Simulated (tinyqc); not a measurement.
Plane-wave Kohn-Sham cycle with exchange-only LDA in a layered model solid, step by step. One step of it, computed by the program tinyqc.

Question. Iteration 1: potential. V_H(G) = 4 pi rho(G)/G^2 for G != 0 (uniform background); v_x = -(3 rho/pi)^(1/3); V = V_ext + V_H + v_x; Fourier components f(G_m) = (1/N) sum_j f(x_j) exp(-i G_m x_j).

A solid whose potential varies along x alone (atomic units):
```
parameter                      value
period a                   15.200000
cross-section of the cell  36.000000
electrons per cell                 2
grid points                       16
plane waves -n..n, n               3
k points                           4
V1 in V1 cos(2 pi x/a)     -0.430000
```

density at the start, on the grid x_j = j a/N (e/bohr^3): 0.00365497  0.00365497  0.00365497  0.00365497  0.00365497  0.00365497  0.00365497  0.00365497  0.00365497  0.00365497  0.00365497  0.00365497  0.00365497  0.00365497  0.00365497  0.00365497

Give: Potentials on the grid; V(G_m), m = 0, 1, 2, ....

Answer.

Potentials on the grid (hartree):
```
x          V_ext     V_H      v_x        V
0.0000   -0.4300  0.0000  -0.1517  -0.5817
0.9500   -0.3973  0.0000  -0.1517  -0.5490
1.9000   -0.3041  0.0000  -0.1517  -0.4557
2.8500   -0.1646  0.0000  -0.1517  -0.3162
3.8000         0  0.0000  -0.1517  -0.1517
4.7500    0.1646  0.0000  -0.1517   0.0129
5.7000    0.3041  0.0000  -0.1517   0.1524
6.6500    0.3973  0.0000  -0.1517   0.2456
7.6000    0.4300  0.0000  -0.1517   0.2783
8.5500    0.3973  0.0000  -0.1517   0.2456
9.5000    0.3041  0.0000  -0.1517   0.1524
10.4500   0.1646  0.0000  -0.1517   0.0129
11.4000        0  0.0000  -0.1517  -0.1517
12.3500  -0.1646  0.0000  -0.1517  -0.3162
13.3000  -0.3041  0.0000  -0.1517  -0.4557
14.2500  -0.3973  0.0000  -0.1517  -0.5490
```

V(G_m), m = 0, 1, 2, ... (hartree): -0.1517  -0.2150  0.0000  0.0000  0.0000  0.0000  0.0000
